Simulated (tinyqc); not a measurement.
Two-band model of a narrow-gap semiconductor with electrons and holes. From bipolar thermal conductivity back to temperature T. Computed by tinyqc, a small Python program. Command: `OMP_NUM_THREADS=1 python tinyqc.py 3029802 3029803 out.jsonl bipolar inv`. One thread of a shared host (Intel(R) Xeon(R) Processor @ 2.30GHz), about 0.1 s of CPU time with the checks.

Two parabolic bands with acoustic scattering (r = -1/2, a = 0), a gap that does not change with T, and fully ionised dopants. Melting is ignored, so values above the melting point are formal, and kappa_L does not change with T. eta_n = (E_F - E_c)/(k_B T), eta_p = -eta_n - E_g/(k_B T).

Inputs (values chosen for the exercise, modelled on PbTe): electron mass m_n = 0.26 m_0; hole mass m_p = 0.29 m_0; electron mobility parameter mu_300,n = 1100 cm^2/(V s); hole mobility parameter mu_300,p = 790 cm^2/(V s); temperature exponent p = 1.5; band gap E_g = 0.34 eV; net doping N = 3.5e+17 1/cm^3; lattice thermal conductivity kappa_L = 1.1 W/(m K).

Doping: n-type.

Constants: k_B = 8.617333262e-05 eV/K; m_0 = 9.1093837015e-31 kg; k_B = 1.380649e-23 J/K; hbar = 1.054571817e-34 J s; e = 1.602176634e-19 C.

Method:
- With x = E/(k_B T), a = alpha k_B T (0 for a parabolic band), G = x (1 + a x), D = 1 + 2 a x and <y> = int y f (1 - f) dx, f = 1/(1 + exp(x - eta)): tau = tau_0 G^r/D; transport function s = G^(3/2 + r)/D^2; n = N_0 <G^(3/2)> with N_0 = (2 m k_B T)^(3/2)/(3 pi^2 hbar^3).
- Integrals over x = E/(k_B T) use 160 Gauss-Legendre points in u = sqrt(x) from 0 to sqrt(max(eta, 0) + 32).
- Neutrality: n - p = N, with n = N_0(m_n) <x^(3/2)> at eta_n and p = N_0(m_p) <x^(3/2)> at eta_p.
- sigma = e mu_0 N_0 <s> with mu_0 = e tau_0/m = mu_300 (T/300 K)^(-p); |S| = (k_B/e)(<x s>/<s> - eta); Lorenz number L = (k_B/e)^2 (<x^2 s>/<s> - (<x s>/<s>)^2); kappa_e = L sigma T; zT = S^2 sigma T/(kappa_L + kappa_e).
- Hall factor r_H = <x^(3/2)> <x^(1/2)>/<s>^2.
- Both bands together (these totals replace the one-band zT): sigma = sigma_n + sigma_p; S = (sigma_p |S_p| - sigma_n |S_n|)/sigma; kappa_bip = (sigma_n sigma_p/sigma)(|S_n| + |S_p|)^2 T; kappa_e = (L_n sigma_n + L_p sigma_p) T; zT = S^2 sigma T/(kappa_L + kappa_e + kappa_bip); weak-field R_H = (r_p sigma_p^2/p - r_n sigma_n^2/n)/(e sigma^2), where the Hall factors r_n and r_p are <x^(3/2)> <x^(1/2)>/<s>^2.

Problem. A run gave the result below. Find the temperature T, known to lie between 250 and 700 K.

bipolar thermal conductivity = 0.02203514 W/(m K)

Solution.

Each step takes the trial c = (a f_b - b f_a)/(f_b - f_a), f being the result less the target and a, b, c the logarithms of the listed values; c replaces end b, the old b replaces a if the sign of f changed, and otherwise f_a is halved.

Scan of the range:
```
temperature T (K)  bipolar thermal conductivity (W/(m K))
250                                           2.63034e-05
297                                           3.79166e-04
352                                           3.59252e-03
418                                           2.46035e-02
497                                           1.11188e-01
590                                           2.90669e-01
700                                           5.32517e-01
```

False position (Illinois rule, in the logarithm of the input) inside the bracket:
```
step    end a    end b    trial  bipolar thermal conductivity (W/(m K))
1     352.000  418.000  409.311                               0.0198353
2     418.000  409.311  413.297                               0.0219243
3     418.000  413.297  413.669                               0.0221275
4     413.297  413.669  413.500                               0.0220349
5     413.669  413.500  413.500                               0.0220351
6     413.669  413.500  413.500                               0.0220351
7     413.500  413.500  413.500                               0.0220351
```

Bipolar thermal conductivity rises at every point of a 13-point scan of the range (every second point is shown), so one value fits; it is bracketed by 352 and 418. Answer: temperature T = 413.5 K.
